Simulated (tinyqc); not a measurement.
Two-band tight binding of a puckered layer: sweeps and comparisons. A value that a table varies takes the place of the one given here.

With X = kx ax/2 and Y = ky ay/2: h = t2 + 2 cos(Y) (t1 exp(iX) + t3 exp(-iX)) + t5 exp(2iX), d = 4 t4 cos(X) cos(Y), H = [[d, h], [h*, d]], E = d -/+ |h|.

Constants: hbar^2/2m0 = 3.80998211 eV angstrom^2.

Parameters, chosen for this exercise (near a published set for monolayer black phosphorus; shifted at random, so the results belong to these values and not to a real crystal):
- ax = 4.62 angstrom (period along x (armchair))
- ay = 3.31 angstrom (period along y (zigzag))
- t1 = -1.209 eV (along the zigzag)
- t2 = 3.629 eV (across the pucker)
- t3 = -0.221 eV (second in the sheet)
- t4 = -0.111 eV (same sublattice)
- t5 = -0.055 eV (far across)

## Mass and optical strength against direction

masses (m0):
```
                x        y
electron  0.14847  0.84201
hole      0.16357  1.15149
```

chi = -4.81866 eV angstrom

Angle from x. 1/m(theta) = cos^2/mx + sin^2/my. Near Gamma only x-polarised light couples the bands, with strength chi^2 cos^2(theta), chi = ax (t1 - t3 + t5) = d Im(h)/dkx; the positions of the atoms inside the cell, which would change this dipole but not the masses, are left out. The last column is the transition energy at |k| = 0.1 1/angstrom from the full bands, less the gap.

Against angle:

| theta (deg) | m_e (m0) | m_h (m0) | strength (eV^2 angstrom^2) | rise of the transition (eV) |
|---|---|---|---|---|
| 0 | 0.148 | 0.164 | 23.22 | 0.4274 |
| 15 | 0.157 | 0.174 | 21.66 | 0.4058 |
| 30 | 0.187 | 0.208 | 17.41 | 0.3458 |
| 45 | 0.252 | 0.286 | 11.61 | 0.2607 |
| 60 | 0.388 | 0.459 | 5.80 | 0.1717 |
| 75 | 0.641 | 0.820 | 1.56 | 0.1037 |
| 85 | 0.813 | 1.101 | 0.18 | 0.0811 |
| 90 | 0.842 | 1.151 | 0.00 | 0.0782 |

What does this show?

The light-mass direction rules: at 45 degrees the electron mass is still 0.252, 1.70 times the value along x, against 5.7 times at 90 degrees. At |k| = 0.1 the transition has risen 5.5 times as much along x as along y.

## Closing the gap

t2 is lowered; h0 = t2 + 2 t1 + 2 t3 + t5, c = hbar^2/2m0. For h0 > 0 the gap is 2 h0 at Gamma. For h0 < 0 the bands touch at kx = 0, cos(Y) = -(t2 + t5)/(2 (t1 + t3)).

Against t2:

| t2 (eV) | h0 (eV) | gap (eV) | electron mass along x (m0) | ky of the nodes (1/angstrom) |
|---|---|---|---|---|
| 3.8 | 0.885 | 1.770 | 0.1692 | - |
| 3.6 | 0.685 | 1.370 | 0.1446 | - |
| 3.4 | 0.485 | 0.970 | 0.1143 | - |
| 3.2 | 0.285 | 0.570 | 0.0760 | - |
| 3.0 | 0.085 | 0.170 | 0.0261 | - |
| 2.8 | -0.115 | 0.000 | - | 0.1719 |
| 2.6 | -0.315 | 0.000 | - | 0.2863 |
| 2.4 | -0.515 | 0.000 | - | 0.3683 |

What can be read from the table?

The gap closes at t2 = 2.915 eV. On the way the mass along x falls with the gap and tends to 2 c h0/chi^2 as it closes, while that along y stays. Beyond it two Dirac nodes move apart along the zigzag direction, to ky = +/-0.368 1/angstrom in the last row. The mass formula is c/(ex + gx + chi^2/(2 h0)) with chi = ax (t1 - t3 + t5), gx = -ax^2 ((t1 + t3)/4 + t5/2), ex = -t4 ax^2/2.

## What each parameter does

Gap at Gamma and masses m/m0 = c q^2/|E(q) - E(0)| with q = 0.001 1/angstrom, c = hbar^2/2m0. Each row changes one parameter from the base and keeps the others.

Results:

| case | gap (eV) | m_e x | m_h x | m_e y | m_h y |
|---|---|---|---|---|---|
| base | 1.4280 | 0.1485 | 0.1636 | 0.842 | 1.151 |
| t1 = -1.179 eV | 1.5480 | 0.1629 | 0.1812 | 0.858 | 1.181 |
| t2 = 3.659 eV | 1.4880 | 0.1524 | 0.1683 | 0.842 | 1.151 |
| t3 = -0.191 eV | 1.5480 | 0.1517 | 0.1675 | 0.858 | 1.181 |
| t4 = -0.081 eV | 1.4280 | 0.1503 | 0.1614 | 0.874 | 1.097 |
| t5 = -0.025 eV | 1.4880 | 0.1601 | 0.1778 | 0.842 | 1.151 |
| ax = 4.759 angstrom | 1.4280 | 0.1399 | 0.1542 | 0.842 | 1.151 |

How do the results move?

The largest shifts from the base row, up to three for each result and ties (the steps differ in size, so this ranks the rows, not the parameters). gap (eV): t1 +0.1200, t3 +0.1200, t5 +0.0600, t2 +0.0600; unchanged at the printed digits by t4 and ax. m_e x: t1 +0.0144, t5 +0.0116, ax -0.0085. m_h x: t1 +0.0177, t5 +0.0142, ax -0.0094. m_e y: t4 +0.032, t1 +0.016, t3 +0.016; unchanged at the printed digits by t2, t5 and ax. m_h y: t4 -0.054, t1 +0.029, t3 +0.029; unchanged at the printed digits by t2, t5 and ax.

Computed by tinyqc, a small Python program: `OMP_NUM_THREADS=1 python tinyqc.py 1481638 1481639 out.jsonl` (the numbers bound the seed that draws the inputs); one thread of a shared host (Intel(R) Xeon(R) Processor @ 2.30GHz), about 0.01 s for the whole set of steps.
